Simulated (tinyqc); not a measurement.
Finite-difference solution of the diffusion equation on a small grid: one step, computed by the program tinyqc.

dC/dt = D d2C/dx2 on nodes x_j = j dx, j = 0..7; the far end is sealed.

Problem. Time step 1. With r = D dt/dx^2: (1 - theta r M) C(new) = (1 + (1 - theta) r M) C(old); theta = 0 explicit, 1 implicit, 1/2 Crank-Nicolson.

Boundary at x = 0: sealed surface. Scheme: explicit.

operator M, rows 0, 1, 2, 3, 4, 5, 6, 7:
$$\begin{pmatrix}
-2 & 2 & 0 & 0 & 0 & 0 & 0 & 0 \\
1 & -2 & 1 & 0 & 0 & 0 & 0 & 0 \\
0 & 1 & -2 & 1 & 0 & 0 & 0 & 0 \\
0 & 0 & 1 & -2 & 1 & 0 & 0 & 0 \\
0 & 0 & 0 & 1 & -2 & 1 & 0 & 0 \\
0 & 0 & 0 & 0 & 1 & -2 & 1 & 0 \\
0 & 0 & 0 & 0 & 0 & 1 & -2 & 1 \\
0 & 0 & 0 & 0 & 0 & 0 & 2 & -2
\end{pmatrix}$$

mesh ratio r = 0.204

C at the start (%): [7.41, 33.00, 78.50, 100.00, 77.80, 9.71, 1.97, 0.00]

Give: C after step 1.

Solution.

C after step 1 (%): [17.85072, 37.06164, 73.60400, 91.08520, 68.43844, 22.02140, 3.14708, 0.80376]
